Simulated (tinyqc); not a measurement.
Swing curve: thickness of the top film: thin-film optics by transfer matrices.

Indices N = n + i k. Snell: N0 sin(theta) = N_j sin(theta_j), with Im(N_j cos theta_j) >= 0. Admittance y_j = N_j cos theta_j for s and N_j/cos theta_j for p. Phase delta_j = 2 pi N_j cos theta_j d_j/lambda. Layer matrix [[cos delta, -i sin delta/y], [-i y sin delta, cos delta]], multiplied from the top down to M. (B, C) = M (1, y_sub); r = (y0 B - C)/(y0 B + C), R = |r|^2, T = 4 Re y0 Re y_sub/|y0 B + C|^2, absorbed in the films 1 - R - T.

Values chosen for the exercise (indices near those of SiO2 on Cu; the results hold for these values, not for the real material): lam = 633 nm (vacuum wavelength); n0 = 1 (ambient index); n = (1.485, 0.271) (n of SiO2, substrate); k = (0, 3.298) (k in the same order); d = (55.3) nm (thicknesses, top first); theta = 30 degrees (angle of incidence); pol = p (polarisation).

The first entry of d takes the values listed.

Stack:
```
d_1 (nm)       R       T  absorbed
55.3      0.8503  0.1497    0.0000
93.0      0.8395  0.1605    0.0000
130.7     0.8759  0.1241    0.0000
168.5     0.9033  0.0967    0.0000
206.2     0.9073  0.0927    0.0000
243.9     0.8884  0.1116    0.0000
281.6     0.8503  0.1497    0.0000
319.4     0.8396  0.1604    0.0000
357.1     0.8760  0.1240    0.0000
394.8     0.9033  0.0967    0.0000
432.5     0.9073  0.0927    0.0000
470.3     0.8883  0.1117    0.0000
508.0     0.8503  0.1497    0.0000
```

R swings between 0.8395 and 0.9073 on these points. The period is lambda/(2 Re(N_1 cos theta_1)) = 226.3 nm, six rows. The film does not absorb, so the swing repeats exactly. The swing ratio (max - min)/mean is 0.08.

(tinyqc, `OMP_NUM_THREADS=1 python tinyqc.py 1680919 1680920 out.jsonl`, Intel(R) Xeon(R) Processor @ 2.30GHz, 1 thread, shared host, about 0.02 s.)
